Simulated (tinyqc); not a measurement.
Stretching all distances: RHF, UHF, MP2, CISD and CCSD against full CI in the sto-3g basis, for H6, spin multiplicity 1. Computed by the program tinyqc with PySCF. 

Geometry (angstrom):

| atom | x | y | z |
|---|---|---|---|
| H | 0.0000 | 0.0000 | 0.0000 |
| H | 0.0000 | 0.0000 | 0.7560 |
| H | 0.0000 | 0.0000 | 1.6820 |
| H | 0.0000 | 0.0000 | 2.4380 |
| H | 0.0000 | 0.0000 | 3.3640 |
| H | 0.0000 | 0.0000 | 4.1200 |

All coordinates are multiplied by the scale. c0^2 is the weight of the RHF determinant in the lowest singlet FCI state (UHF is spin-contaminated and may lie near states of higher spin) and n(LUMO) the first natural occupation beyond the occupied space.

Full CI energy (hartree) and errors against it (kcal/mol):

| scale | distance 1-2 (angstrom) | E(FCI) | RHF | UHF | MP2 | CISD | CCSD | <S^2> UHF | c0^2 | n(LUMO) |
|---|---|---|---|---|---|---|---|---|---|---|
| 0.920 | 0.696 | -3.21463 | 34.807 | 34.807 | 10.285 | 0.577 | 0.078 | 0.000 | 0.970 | 0.038 |
| 1.260 | 0.953 | -3.28633 | 57.194 | 57.194 | 21.250 | 2.430 | 0.186 | 0.000 | 0.926 | 0.081 |
| 1.600 | 1.210 | -3.15226 | 94.274 | 83.461 | 40.772 | 8.668 | 0.430 | 0.794 | 0.837 | 0.159 |
| 1.950 | 1.474 | -3.00359 | 152.580 | 70.115 | 72.179 | 25.343 | 0.634 | 1.926 | 0.684 | 0.290 |
| 2.290 | 1.731 | -2.90301 | 225.729 | 41.965 | 109.238 | 54.607 | 0.027 | 2.535 | 0.509 | 0.450 |

UHF parts from RHF first at scale 1.6 of those listed, where <S^2> leaves zero. The weight c0^2 goes from 0.97 to 0.51 and n(LUMO) from 0.04 to 0.45: static correlation grows as the bonds break into open-shell fragments. The spread of the error along the curve, which distorts its shape, is CCSD 0.6, UHF 48.7, CISD 54.0, MP2 99.0, RHF 190.9 kcal/mol. The table stops here: at scale 2.63 and beyond, the reference weight falls under 0.45 or RHF, UHF or CCSD hop between solutions, so those rows were left out and the spreads given cover only the rows shown. As computed, partly on other solutions, the errors there reach in size RHF 377, UHF 21, MP2 158, CISD 131, CCSD 6 kcal/mol.
